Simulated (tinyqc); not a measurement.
Resistance of a tapered via with liner, size effect and interface: one step of the calculation.

A round via whose diameter grows from db at the bottom as D(z) = db + 2 z/tan(ang). The fill, of diameter D - 2 tl, starts above the bottom liner (thickness fb tl) and has rho = rho0 (1 + ks lam/(D - 2 tl)); the sidewall liner conducts in parallel with it. The bottom liner and the interface are crossed over the full area pi db^2/4. Spreading in the lines above and below is left out.

Task. Slices of the via. Slices between z0 = fb tl and hv, evaluated at their midpoints: conductance per length pi/4 [(D - 2 tl)^2/rho + (D^2 - (D - 2 tl)^2)/rl], slice resistance = slice height over that. 9 slices.

Parameters, values chosen for the exercise; fill metal close to ruthenium:
```
symbol,value,unit,meaning
db,16,nm,diameter at the bottom
hv,29,nm,height
ang,88,degrees,sidewall angle
rho0,7.99,uohm cm,bulk resistivity of the fill
lam,6.48,nm,mean free path of the fill
ks,1.3,,size-effect factor
tl,0.4,nm,liner on the sidewall
fb,1,,liner at the bottom over that on the sidewall
rl,170,uohm cm,resistivity of the liner
```

Give: z; D; rho; slice resistance.

Result.

```
slice	z (nm)	D (nm)	rho (uohm cm)	slice resistance (ohm)
0	1.989	16.14	12.38	2.112
1	5.167	16.36	12.32	2.042
2	8.344	16.58	12.25	1.976
3	11.52	16.80	12.20	1.912
4	14.70	17.03	12.14	1.852
5	17.88	17.25	12.08	1.794
6	21.06	17.47	12.03	1.739
7	24.23	17.69	11.97	1.686
8	27.41	17.91	11.92	1.636
```

Computed by the program tinyqc: `OMP_NUM_THREADS=1 python tinyqc.py 2750142 2750143 out.jsonl`, one thread of a shared Intel Xeon 2.30GHz, about 0.01 s for the whole run.
